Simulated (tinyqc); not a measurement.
Inside a calculation. Method: Jacobi rotations on a symmetric matrix. Computed by tinyqc, a small Python program that keeps every step. Settings: method = jacobi. Command: `OMP_NUM_THREADS=1 python tinyqc.py 25963 25964 out.jsonl` (the two numbers bound the seeds that draw the settings). One thread of a shared host (Intel(R) Xeon(R) Processor @ 2.60GHz), about 0.01 s of CPU time with the checks.

## Jacobi rotation 1

A, lower triangle:
```
           1          2          3         4          5         6
1   0.094000
2   0.247000   0.711000
3   0.460000   0.549000   1.002000
4  -0.182000  -0.250000   0.181000  1.034000
5  -0.203000   0.902000  -0.177000  0.414000   1.098000
6   0.075000  -0.237000  -0.211000  0.023000  -0.265000  1.375000
```

Take the largest off-diagonal element A_pq; tan 2 theta = 2 A_pq / (A_qq - A_pp) with |theta| <= pi/4; A' = J^T A J with J_pp = J_qq = cos, J_pq = sin, J_qp = -sin.

p, q, theta (rad): 2.000000  5.000000  0.679738

A', lower triangle:
```
           1          2          3         4          5         6
1   0.094000
2   0.319705  -0.018022
3   0.460000   0.538238   1.002000
4  -0.182000  -0.454670   0.181000  1.034000
5  -0.002619   0.000000   0.207436  0.164836   1.827022
6   0.075000  -0.017748  -0.211000  0.023000  -0.355076  1.375000
```

## Jacobi rotation 2

As before.

p, q, theta (rad): 2.000000  3.000000  0.406160

A', lower triangle:
```
           1          2          3         4          5         6
1   0.094000
2   0.111956  -0.249504
3   0.548887   0.000000   1.233482
4  -0.182000  -0.489191  -0.013359  1.034000
5  -0.002619  -0.081955   0.190560  0.164836   1.827022
6   0.075000   0.067059  -0.200846  0.023000  -0.355076  1.375000
```

## Jacobi rotation 3

As before.

p, q, theta (rad): 1.000000  3.000000  0.383379

A', lower triangle:
```
           1          2          3         4          5         6
1  -0.127386
2   0.103829  -0.249504
3   0.000000   0.041878   1.454868
4  -0.163791  -0.489191  -0.080467  1.034000
5  -0.073709  -0.081955   0.175747  0.164836   1.827022
6   0.144683   0.067059  -0.158211  0.023000  -0.355076  1.375000
```

## All rotations

The off-diagonal norm falls at every rotation.

Rotations:

| step | p | q | theta | off-diagonal norm |
|---|---|---|---|---|
| 1 | 2 | 5 | 0.679738 | 1.50e+00 |
| 2 | 2 | 3 | 0.406160 | 1.29e+00 |
| 3 | 1 | 3 | 0.383379 | 1.03e+00 |
| 4 | 2 | 4 | -0.325655 | 7.66e-01 |
| 5 | 5 | 6 | 0.501980 | 5.78e-01 |
| 6 | 3 | 5 | 0.340975 | 4.78e-01 |
| 7 | 1 | 4 | -0.138376 | 3.96e-01 |
| 8 | 3 | 4 | 0.546621 | 3.41e-01 |
| 9 | 4 | 5 | 0.118859 | 2.98e-01 |
| 10 | 1 | 5 | -0.046681 | 2.58e-01 |
| 11 | 1 | 6 | 0.075536 | 2.14e-01 |
| ... | ... | ... | ... | ... |
| 35 | 5 | 6 | 0.000020 | 2.44e-05 |
| 36 | 1 | 6 | -0.000009 | 1.66e-05 |
| 37 | 2 | 3 | 0.000006 | 6.77e-06 |
| 38 | 3 | 6 | 0.000015 | 3.41e-06 |
| 39 | 1 | 4 | -1.66e-06 | 1.69e-06 |
| 40 | 2 | 4 | -7.43e-07 | 5.53e-07 |
| 41 | 1 | 5 | -1.62e-07 | 1.71e-07 |
| 42 | 2 | 6 | 7.48e-08 | 9.17e-09 |
| 43 | 4 | 6 | -5.26e-08 | 5.91e-09 |
| 44 | 3 | 4 | 1.03e-08 | 2.22e-09 |
| 45 | 2 | 5 | -5.96e-10 | 5.23e-10 |

eigenvalues: -0.423899  -0.161269  1.098667  1.192872  1.476290  2.131339
